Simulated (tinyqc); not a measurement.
Coherent transport through a tight-binding region between two chains, step by step. One step of it, computed by the program tinyqc.

Question. Transmission at E = 0.76 eV. Surface Green function g = (E - i sqrt(4 t^2 - E^2)) / (2 t^2); self-energy tc^2 g on each contact site; G = (E - H - Sigma)^(-1); Gamma = -2 Im Sigma; T = Gamma_L Gamma_R |G_LR|^2; local density of states -Im G_ii / pi.

H of the central region (eV), lower triangle:
```
           1          2         3
1   0.000000
2  -0.900000   0.000000
3   0.000000  -1.350000  0.000000
```

Leads: semi-infinite chains with site energy 0:
```
parameter                           value
lead hopping t (eV)              2.780000
coupling to the left lead (eV)   0.530000
coupling to the right lead (eV)  1.370000
left contact site                       1
right contact site                      3
```

E = 0.760000 eV

Give: g; G; local density of states; transmission.

Answer.

g = 0.0492-0.3563i 1/eV

G (1/eV), lower triangle:
```
                 1                2               3
1   0.7494-0.4632i
2   0.4383+0.3007i  -0.3299-0.2981i
3  -0.7463+0.1395i   0.6343-0.0327i  0.1405-0.0746i
```

local density of states (1/eV): 0.1475  0.0949  0.0238

transmission = 0.1544
